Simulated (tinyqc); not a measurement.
Two regimes over temperature: microkinetic model of low-temperature epitaxy from hydride gases: adsorption, hydrogen desorption and rate control. Computed by tinyqc, a small Python program. Command: `OMP_NUM_THREADS=1 python tinyqc.py 3001320 3001321 out.jsonl hepi walk`. One thread of a shared host (Intel(R) Xeon(R) Processor @ 2.30GHz), about 0.01 s of CPU time with the checks.

Each hydride molecule needs two free sites and leaves four hydrogen atoms, of which two leave at once as H2; theta is the hydrogen coverage, the site density is 6.78 per nm^2 and one layer is 1.358 angstrom thick.

Inputs (values chosen for the exercise, close to those used for silane and germane on Si(001)):
```
quantity                                           value  unit
silane pressure p_S                                 0.39    Pa
sticking prefactor of silane s0                    0.041     -
adsorption barrier E_s                              0.34    eV
desorption prefactor nu_d                        4.4e+12   1/s
desorption energy on silicon E_d                    2.02    eV
hydrogen carrier pressure p_H                          0    Pa
sticking of hydrogen s_H                         1.2e-07     -
germane pressure p_G                               0.022    Pa
sticking ratio of germane to silane r_G                5     -
lowering of E_d per unit germanium fraction, dE     0.55    eV
```

Film: silicon-germanium. Order of hydrogen desorption: first.

Constants: k_B = 8.617333262e-05 eV/K; u = 1.6605390666e-27 kg; k_B = 1.380649e-23 J/K.

Method:
- Flux per site F = p/(sqrt(2 pi M k_B T) x 6.78e18 per m^2), M = 32.12 u (silane), 76.63 u (germane), 2.016 u (hydrogen); s = s0 exp(-E_s/(k_B T)); k_S = s F_S, k_G = r_G s F_G; germanium fraction x = k_G/(k_S + k_G); k = k_S + k_G; k_H = s_H F_H; k_d = nu_d exp(-(E_d - dE x)/(k_B T)).
- With k the hydride and k_H the hydrogen adsorption rate on free pairs and k_d the desorption rate, steady state: 2 (k + k_H)(1 - theta)^2 = k_d theta; growth rate R = k (1 - theta)^2 layers/s; 1 layer/s = 8.148 nm/min.
- Temperatures in kelvin are T(C) + 273.15.
- Limits: desorption-limited R = k_d k/(2 (k + k_H)), adsorption-limited R = k.

Growth:
```
T (C)       theta  G (nm/min)  desorption limit (nm/min)  adsorption limit (nm/min)
400    7.9947e-01      0.0466                 5.8324e-02                     1.1595
450    5.5850e-01      0.3270                 5.8553e-01                     1.6777
500    2.7684e-01      1.2076                 4.3621e+00                     2.3091
550    9.7586e-02      2.4847                 2.5461e+01                     3.0511
600    3.0193e-02      3.6663                 1.2143e+02                     3.8982
650    9.7121e-03      4.7488                 4.8896e+02                     4.8424
700    3.4194e-03      5.8344                 1.7063e+03                     5.8745
750    1.3219e-03      6.9662                 5.2697e+03                     6.9846
800    5.5647e-04      8.1532                 1.4652e+04                     8.1623
850    2.5255e-04      9.3926                 3.7191e+04                     9.3974
```

What follows from these numbers?

The apparent activation energy of G is 1.63 eV between the first rows and 0.29 eV between the last; full hydrogen cover gives a value near the desorption energy (plus E_s where k_H far exceeds k), a bare surface one near E_s less k_B T/2 from the flux. The coverage passes one half between 450 and 500 C, the knee of the Arrhenius plot.

Extremes, crossings and ranges named in words are read from the listed rows.
